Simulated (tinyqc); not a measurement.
Gate-all-around wire, scale length and short-channel effects: one step of the calculation.

A round wire of diameter ts in an insulator shell of thickness ti under a surrounding gate. Below threshold the potential that source and drain add obeys Laplace's equation and vanishes on the gate. Its lowest mode decays along the channel as exp(-k y); k is the smallest positive root of the matching condition at the interface, and the scale length is Lambda = pi/k.

Task. Scan of the matching condition. f(k) = ei J0(u)[J1(u) Y0(v) - Y1(u) J0(v)] - eps_r J1(u)[J0(u) Y0(v) - Y0(u) J0(v)], u = k ts/2, v = u + k ti.

Inputs (values chosen for the exercise); permittivities: semiconductor close to that of silicon, insulator close to that of aluminium oxide: relative permittivity of the semiconductor eps_r = 11.7; relative permittivity of the insulator ei = 9.13; insulator thickness ti = 3.2 nm; wire diameter ts = 13 nm.

k, point 0 to 7 (1/nm): [0.03875, 0.0775, 0.11625, 0.155, 0.19375, 0.2325, 0.27125, 0.31]

Give: f(k).

Result.

f(k), point 0 to 7: [22.187, 9.807, 5.210, 2.663, 1.041, -0.026, -0.701, -1.075]

The first change of sign lies between k = 0.19375 and 0.2325 1/nm.

tinyqc, about 0.01 s, one thread, Intel Xeon 2.30GHz (shared host): `OMP_NUM_THREADS=1 python tinyqc.py 2420082 2420083 out.jsonl`
